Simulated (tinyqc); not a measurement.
Inside a calculation. Method: geometry optimisation on the UHF/6-31g surface (energies and gradients from PySCF), for H4, spin multiplicity 3. One step of it, computed by the program tinyqc.

Problem. Step 2: move. Quasi-Newton step p = -H^(-1) g (the inverse Hessian comes from BFGS updates; coordinates in the order x, y, z of each atom); steps longer than 0.5 bohr are cut back.

positions after step 1 (bohr):
```
,x,y,z
1H,0.143674,-0.081941,-0.067780
2H,-0.141079,-0.066001,1.726281
3H,0.028605,1.844969,-0.217705
4H,-0.008523,1.984161,1.720715
```

gradient (hartree/bohr):
```
,x,y,z
1H,0.00121934,0.01721579,0.02571508
2H,-0.00014147,0.02640276,-0.02751972
3H,-0.00583264,-0.01448299,0.04209418
4H,0.00475476,-0.02913556,-0.04028955
```

inverse Hessian in use (bohr^2/hartree), lower triangle:
```
,1,2,3,4,5,6,7,8,9,10,11,12
1,1.663309
2,0.001800,1.708929
3,0.010512,0.065805,1.751826
4,0.002943,0.000665,-0.005506,1.664204
5,-0.003561,0.062651,0.111536,0.006273,1.748241
6,-0.010514,-0.070171,-0.092371,0.005281,-0.117674,1.766690
7,0.001508,-0.013593,-0.025851,-0.001985,-0.016364,0.027143,1.669770
8,-0.001385,-0.035510,-0.055576,-0.000667,-0.052410,0.059238,0.011344,1.696498
9,0.002807,0.102790,0.163577,0.002951,0.149529,-0.174112,-0.032106,-0.086308,1.915952
10,-0.001093,0.011128,0.020845,0.001505,0.013653,-0.021910,-0.002627,-0.009292,0.026348,1.668881
11,0.003146,-0.069404,-0.121764,-0.006271,-0.091816,0.128608,0.018614,0.058088,-0.166012,-0.015489,1.769799
12,-0.002806,-0.098424,-0.156365,-0.002726,-0.143390,0.166459,0.030814,0.082646,-0.238750,-0.025282,0.159168,1.895323
```

Give: positions after step 2.

Solution.

positions after step 2 (bohr):
```
,x,y,z
1H,0.1410,-0.1276,-0.1372
2H,-0.1412,-0.1350,1.8005
3H,0.0437,1.8834,-0.3291
4H,-0.0209,2.0604,1.8273
```
